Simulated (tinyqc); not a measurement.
Inside a calculation. Method: extended Hueckel theory, for BeH2-. The parameters take no account of the charge, which enters only through the electron count, and nothing here shows that the anion is bound. Computed by tinyqc, a small Python program that keeps every step (integrals from PySCF). Settings: charge = -1, K = 1.75, multiplicity = 2. Command: `OMP_NUM_THREADS=1 python tinyqc.py 24712 24713 out.jsonl` (the two numbers bound the seeds that draw the settings). One thread of a shared host (Intel(R) Xeon(R) Processor @ 2.60GHz), about 0.01 s of CPU time with the checks.

## Overlaps

Geometry (angstrom):
```
atom,x,y,z
Be,0.000000,0.000000,0.000000
H,0.000000,1.320000,0.000000
H,0.000000,-1.294000,0.000000
```

Parameters chosen for this run:
```
element,shell,Slater exponent,H_ii (eV)
H,1s,1.300000,-13.600000
Be,2s,0.975000,-10.000000
Be,2p,0.975000,-6.000000
```

Slater orbitals, each expanded in six Gaussians scaled to its exponent.

overlap S:
```
,1Be 2s,1Be 2px,1Be 2py,1Be 2pz,2H 1s,3H 1s
1Be 2s,1.000000,0.000000,0.000000,0.000000,0.459387,0.467886
1Be 2px,0.000000,1.000000,0.000000,0.000000,0.000000,0.000000
1Be 2py,0.000000,0.000000,1.000000,0.000000,0.546705,-0.551747
1Be 2pz,0.000000,0.000000,0.000000,1.000000,0.000000,0.000000
2H 1s,0.459387,0.000000,0.546705,0.000000,1.000000,0.034429
3H 1s,0.467886,0.000000,-0.551747,0.000000,0.034429,1.000000
```

## Wolfsberg-Helmholz matrix

diagonal H_ii (eV): 1Be 2s -10.000000, 1Be 2px -6.000000, 1Be 2py -6.000000, 1Be 2pz -6.000000, 2H 1s -13.600000, 3H 1s -13.600000

K = 1.750000

H_ij = K' S_ij (H_ii + H_jj)/2 for i != j (the diagonal keeps H_ii), with K' = 1.75.

H (eV):
```
,1Be 2s,1Be 2px,1Be 2py,1Be 2pz,2H 1s,3H 1s
1Be 2s,-10.000000,0.000000,0.000000,0.000000,-9.486345,-9.661845
1Be 2px,0.000000,-6.000000,0.000000,0.000000,0.000000,0.000000
1Be 2py,0.000000,0.000000,-6.000000,0.000000,-9.375982,9.462458
1Be 2pz,0.000000,0.000000,0.000000,-6.000000,0.000000,0.000000
2H 1s,-9.486345,0.000000,-9.375982,0.000000,-13.600000,-0.819411
3H 1s,-9.661845,0.000000,9.462458,0.000000,-0.819411,-13.600000
```

## Orbitals

valence electrons = 5

Solve H C = S C e through S^(-1/2); fill by pairs from the bottom, a degenerate level sharing its electrons equally; each orbital has its largest coefficient positive (the first on a tie).

orbital energies (eV): -15.712889  -14.007045  -6.000000  -6.000000  4.110471  19.885237

occupations: 2.000000  2.000000  0.500000  0.500000  0.000000  0.000000

coefficients:
```
,MO1,MO2,MO3,MO4,MO5,MO6
1Be 2s,0.391158,0.000764,0.000000,0.000000,1.247338,-0.053164
1Be 2px,0.000000,0.000000,0.999889,0.014884,0.000000,0.000000
1Be 2py,-0.000974,0.246294,0.000000,0.000000,0.042978,1.613537
1Be 2pz,0.000000,0.000000,-0.014884,0.999889,0.000000,0.000000
2H 1s,0.484333,0.576985,0.000000,0.000000,-0.788912,-0.993668
3H 1s,0.491840,-0.565520,0.000000,0.000000,-0.744659,1.059390
```

sum of one-electron energies = -65.439868 eV

Within a degenerate level the vectors are fixed only up to a rotation; this is one choice.

## Mulliken analysis

P = C n C^T; charge = valence electrons (H 1, Be 2) minus the sum of (P S)_ii on the atom; overlap population = 2 sum P_ij S_ij between two atoms.

charges: 1Be -0.090523, 2H -0.458250, 3H -0.451228

Overlap populations:
```
pair,value
2-1,0.658668
3-1,0.667709
3-2,-0.012130
```
